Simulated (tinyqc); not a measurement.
Two-step dopant diffusion (predeposition and drive-in) with a constant diffusivity: one step, computed by the program tinyqc.

Fick diffusion into a half space x > 0 whose background doping C_B is of the opposite type, so that a junction lies where C = C_B.

Problem. Drive-in as a Gaussian. With a sealed surface and a thin source, C = Q/sqrt(pi (Dt)2) exp(-x^2/(4 (Dt)2)); x_j = 2 sqrt((Dt)2 ln(C(0)/C_B)); gradient at the junction |dC/dx| = C_B x_j/(2 (Dt)2).

Inputs (values chosen for the exercise, modelled on boron in silicon):
```
quantity,value,unit
surface concentration C_s,5.1e+19,1/cm^3
background doping C_B,1.7e+15,1/cm^3
predeposition temperature T1,1000,C
drive-in temperature T2,1125,C
```

dose Q = 2.146375e+14 1/cm^2

drive-in budget (Dt)2 = 1.912419e-09 cm^2

Give: surface concentration C(0) (Gaussian); junction depth x_j; gradient at the junction.

Solution.

surface concentration C(0) (Gaussian) = 2.7691e+18 1/cm^3

junction depth x_j = 2.3785 um

gradient at the junction = 1.0572e+20 1/cm^4

Caution: C_s exceeds the intrinsic carrier density of silicon at the predeposition temperature (2e18 to 1e19 per cm^3), where real diffusivities rise with concentration and profiles turn box-like.
